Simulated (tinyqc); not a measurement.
Inside a calculation. Model: carrier lifetime from Shockley-Read-Hall, radiative, Auger and surface recombination. Computed by tinyqc, a small Python program that keeps every step. Command: `OMP_NUM_THREADS=1 python tinyqc.py 3002186 3002187 out.jsonl lifetime walk`. One thread of a shared host (Intel(R) Xeon(R) Processor @ 2.30GHz), about 0.02 s of CPU time with the checks. Intermediate numbers are printed to about 7 digits and carried at full precision; extremes and crossings named in words are read from the listed rows.

Energies are counted from the top of the valence band. Boltzmann statistics, full ionisation, and equal excess densities of electrons and holes.

Inputs (values chosen for the exercise, with bands modelled on GaN):
```
quantity,value,unit
gap E_g,3.46,eV
electron mass m_e,0.2,m_0
valleys M_c,1,-
hole mass m_h,1.42,m_0
temperature T,350,K
doping N,6.7e+15,cm^-3
trap level E_t,2.41,eV
trap density N_t,1e+13,cm^-3
electron cross-section sigma_n,3.2e-17,cm^2
hole cross-section sigma_p,5.1e-14,cm^2
radiative coefficient B,4.5e-10,cm^3/s
Auger coefficient C_n,8e-31,cm^6/s
Auger coefficient C_p,1.4e-31,cm^6/s
excess density dn,7.7e+15,cm^-3
generation rate G,6.8e+23,cm^-3 s^-1
diffusion coefficient D,7.7,cm^2/s
surface velocity S,290,cm/s
thickness W,58,micrometre
```

Doping: n-type. Surface term: two equal surfaces.

Constants: m_0 = 9.1093837015e-31 kg; k_B = 1.380649e-23 J/K; h = 6.62607015e-34 J s; k_B = 8.617333262e-05 eV/K.

## Equilibrium densities

N_c = 2 M_c (2 pi m_e k_B T/h^2)^(3/2) and N_v = 2 (2 pi m_h k_B T/h^2)^(3/2), masses in units of m_0. n_i = sqrt(N_c N_v) exp(-E_g/2 k_B T); majority density N/2 + sqrt(N^2/4 + n_i^2), minority density n_i^2 over it.

N_c = 2.828376e+18 cm^-3

N_v = 5.350874e+19 cm^-3

n_i = 1.510349e-06 cm^-3

n_0 = 6.70e+15 cm^-3

p_0 = 3.404708e-28 cm^-3

## Capture times and SRH densities

v = sqrt(3 k_B T/m) with m_e or m_h; tau_n0 = 1/(sigma_n v_n N_t), tau_p0 = 1/(sigma_p v_p N_t); n1 = N_c exp(-(E_g - E_t)/k_B T), p1 = N_v exp(-E_t/k_B T).

v_n = 2.820829e+07 cm/s

v_p = 1.058638e+07 cm/s

tau_n0 = 1.107830e-04 s

tau_p0 = 1.852176e-07 s

n1 = 2148.833 cm^-3

p1 = 1.061578e-15 cm^-3

n1 and p1 are both far below the doping: the level acts as a deep recombination centre.

## Surface lifetime

The slowest diffusion mode has x tan x = S W/(2 D) with 0 < x < pi/2 (bisection), and tau_s = W^2/(4 x^2 D). The common approximation is W/(2 S) + W^2/(pi^2 D).

x = 0.3245887

tau_s = 1.036665e-05 s

approximate tau_s = 1.044266e-05 s

The approximation is off by 0.73 %. Surface and diffusion both limit.

## Lifetimes at the given injection

With n = n_0 + dn, p = p_0 + dn and U/dn = 1/tau: (n p - n_i^2)/dn = n_0 + p_0 + dn = s; 1/tau_SRH = s/[tau_p0 (n + n1) + tau_n0 (p + p1)]; 1/tau_rad = B s; 1/tau_Aug = (C_n n + C_p p) s; the rates add, with 1/tau_s. Radiative efficiency = tau_eff/tau_rad; effective diffusion length = sqrt(D tau_eff).

tau_SRH at dn = 5.942336e-05 s

tau_rad at dn = 1.543210e-07 s

tau_Aug at dn = 0.005512339 s

effective lifetime at dn = 1.516651e-07 s

radiative efficiency at dn = 0.9827901

effective diffusion length at dn = 10.80658 micrometre

Radiative recombination carries 98 % of the rate; dn/N = 1.1 is intermediate injection. Caution: beyond low injection D should be the ambipolar coefficient.

## Steady state under generation

dn solves dn/tau_eff(dn) = G (60 bisections in ln dn between 1e-2 and 1e22 cm^-3); the splitting of the quasi-Fermi levels is k_B T ln(n p/n_i^2).

steady excess density = 3.555676e+16 cm^-3

lifetime in the steady state = 5.228936e-08 s

quasi-Fermi splitting under G = 3.112544 eV

The splitting, an upper bound for e V_oc, is 90 % of the gap.

## Lifetime against injection

Rows stop below half the smaller effective density of states.

Lifetimes (s):
```
dn (cm^-3),SRH,radiative,Auger,effective,radiative efficiency,fastest channel
1.00e+10,1.853829e-07,3.316745e-07,2.784576e-02,1.175676e-07,0.3544669,SRH
1.00e+11,1.868710e-07,3.316700e-07,2.784494e-02,1.181638e-07,0.3562692,SRH
1.00e+12,2.017499e-07,3.316255e-07,2.783681e-02,1.239375e-07,0.3737274,SRH
1.00e+13,3.503190e-07,3.311807e-07,2.775567e-02,1.674890e-07,0.5057331,radiative
1.00e+14,1.814380e-06,3.267974e-07,2.696348e-02,2.697124e-07,0.8253200,radiative
1.00e+15,1.457262e-05,2.886003e-07,2.061431e-02,2.754720e-07,0.9545104,radiative
1.00e+16,6.652236e-05,1.330672e-07,4.056927e-03,1.311176e-07,0.9853486,radiative
1.00e+17,1.040119e-04,2.082682e-08,9.432439e-05,2.077634e-08,0.9975758,radiative
1.00e+18,1.102309e-04,2.207432e-09,1.050758e-06,2.202293e-09,0.9976717,radiative
```

tau_SRH goes from 1.85e-7 s at low injection (the minority capture time, 1.85e-7 s) to 1.10e-4 s in the last row; at high injection it tends to tau_n0 + tau_p0 = 1.11e-4 s. Ruling channel by row: SRH from 1e10, radiative from 1e13 cm^-3.

## Where in the gap a trap does harm

Low injection: tau = [tau_p0 (n_0 + n1) + tau_n0 (p_0 + p1)]/(n_0 + p_0). Depleted region (n = p = 0): generation lifetime tau_g = (tau_p0 n1 + tau_n0 p1)/n_i. n1 = N_c exp(-(E_g - E_t)/k_B T), p1 = N_v exp(-E_t/k_B T).

The same trap at other energies:
```
E_t (eV),SRH lifetime (s),generation lifetime (s)
0.208,8.950449e-04,3.969652e+18
0.519,2.149720e-07,1.319926e+14
0.865,1.852179e-07,1.375209e+09
1.211,1.852176e-07,1.432808e+04
1.557,1.852176e-07,1.492820e-01
1.730,1.852176e-07,4.818983e-04
1.903,1.852176e-07,1.474790e-05
2.249,1.852176e-07,1.266221e+00
2.595,1.852176e-07,1.215319e+05
2.941,1.852202e-07,1.166463e+10
3.252,2.642994e-07,3.508115e+14
```

The SRH lifetime (other channels left aside) stays within 10 % of its least value, among these rows, from E_t = 0.865 to 2.941 eV. The generation lifetime has a sharp minimum, among these rows at 1.903 eV and exactly at 1.871 eV, where tau_p0 n1 = tau_n0 p1, since generation needs two thermal jumps and the larger one rules.

Checks made by the program: n1 p1 = n_i^2 (relative difference below 1e-10); x tan x at the root (relative difference below 1e-10).
